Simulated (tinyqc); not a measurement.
From results back to parameters: static screening by free carriers. Three cases, with inputs chosen for the exercise.

Problem. At zero temperature the gas shows Friedel oscillations of period pi/kF and a Thomas-Fermi length 1/qTF; n and m are hidden.

kF = (3 pi^2 n/Mv)^(1/3), EF = c kF^2/m with c = hbar^2/2m0, n in 1/angstrom^3 (1e-24 per 1/cm^3), e2 = e^2/(4 pi eps0). Thomas-Fermi: qTF^2 = 6 pi e2 n/(eps EF). Debye: qD^2 = 4 pi e2 n/(eps kB T).

Constants: hbar^2/2m0 = 3.80998211 eV angstrom^2; e^2/(4 pi eps0) = 14.39964547 eV angstrom.

Find: kF; n; m.

Method. kF = pi/period and n = Mv kF^3/(3 pi^2); qTF^2 = 2 e2 Mv m kF/(pi eps c) then gives m.

Case 1.

Values chosen (out of a larger set: a free-electron density near that of Al; not measured data): Mv = 1 (valleys); eps = 1 (background dielectric constant).

period = 1.80188 angstrom
1/qTF = 0.488240 angstrom

Solution.

kF = 1.744 1/angstrom
n = 1.79e+23 1/cm^3
m = 1.000 m0

Case 2.

Values chosen (out of a larger set: near those of Si; not measured data): Mv = 6 (valleys); eps = 11.7 (background dielectric constant).

period = 118.249 angstrom
1/qTF = 9.78048 angstrom

Solution.

kF = 0.02657 1/angstrom
n = 3.80e+18 1/cm^3
m = 0.319 m0

Case 3.

Values chosen (out of a larger set: a free-electron density near that of Na; not measured data): Mv = 1 (valleys); eps = 1 (background dielectric constant).

period = 3.38080 angstrom
1/qTF = 0.668776 angstrom

Solution.

kF = 0.9292 1/angstrom
n = 2.71e+22 1/cm^3
m = 1.000 m0

Computed by tinyqc, one run a case: `OMP_NUM_THREADS=1 python tinyqc.py N N+1 out.jsonl` with N = 1681165, 1681173, 1681182; one thread of a shared Intel(R) Xeon(R) Processor @ 2.30GHz, about 0.01 s a run at most.
